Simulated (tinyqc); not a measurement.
Across the tunnelling window: band-to-band tunnelling across a p-n junction in a two-band chain.

Sites alternate A at -Eg/2 and C at +Eg/2 with hopping -t; near the edges, with k counted from the zone boundary pi/a, E^2 = (Eg/2)^2 + (t a k)^2, so t = sqrt(c Eg/m)/a gives the mass m, c = hbar^2/2m0. In the gap cosh(q a) = 1 + (Eg^2/4 - e^2)/(2 t^2), e the energy from the local mid-gap. The potential is V0 = Eg + ov on the p side (left), 0 on the n side, and falls linearly over the 2N sites of the junction, V_j = V0 (1 - j/(2N + 1)), j = 1 to 2N, site 1 being A. E = Eg/2 + x ov. A half chain that ends on a site of level e1 with neighbour e2 has g = (1 + z)/(E - e1), z = exp(-/+ i k a) the root with Im g < 0, cos(k a) = (E - e1)(E - e2)/(2 t^2) - 1. S_L = t^2 g (ending on C, shifted by V0), S_R = t^2 g (starting on A). T = 4 Im(S_L) Im(S_R) |G_(1,2N)|^2.

Constants: hbar^2/2m0 = 3.80998211 eV angstrom^2; e^2/h = 3.874045865e-05 S.

Inputs chosen for the exercise (gap and mass near those of InSb; the results hold for these values, not for the real material): Eg = 0.187 eV (gap); m = 0.0143 m0 (mass of electron and light hole); a = 5 angstrom (period (two sites)); ov = 0.47 eV (overlap: top of the valence band on the p side above the conduction edge on the n side); Nw = 40 (periods in the junction).

N = Nw. The mean of T over the window uses 12 Gauss-Legendre points in x; the current of one channel with both spins, all states in the window full on the p side and empty on the n side, is (2e^2/h) <T> ov. WKB: exp(-2 I/F), I = pi Eg^2/(8 t a), F = V0/((2N + 1) a/2).

Against energy:
```
x     E (eV)      T  T over WKB
0.02  0.1029  0.216       0.718
0.10  0.1405  0.335       1.112
0.20  0.1875  0.340       1.127
0.35  0.2580  0.308       1.023
0.50  0.3285  0.287       0.951
0.65  0.3990  0.308       1.023
0.80  0.4695  0.340       1.127
0.90  0.5165  0.335       1.112
0.98  0.5541  0.216       0.718
```

mean T = 0.308
current = 11.2 microampere

WKB gives one value for the whole window, since the path through the gap is the same. The chain is symmetric about x = 0.5, where it gives 0.95 times WKB; among these rows it is largest at x = 0.2 and 0.8 (1.13), and it has 0.72 at x = 0.02 on its way to zero at the ends, where the velocity in one lead vanishes. The variation comes from the reflections where the field begins and ends, whose distance from the turning points changes with x.

Computed by tinyqc, a small Python program: `OMP_NUM_THREADS=1 python tinyqc.py 1450484 1450485 out.jsonl` (the numbers bound the seed that draws the inputs); one thread of a shared host (Intel(R) Xeon(R) Processor @ 2.30GHz), about 0.01 s for the whole set of steps.
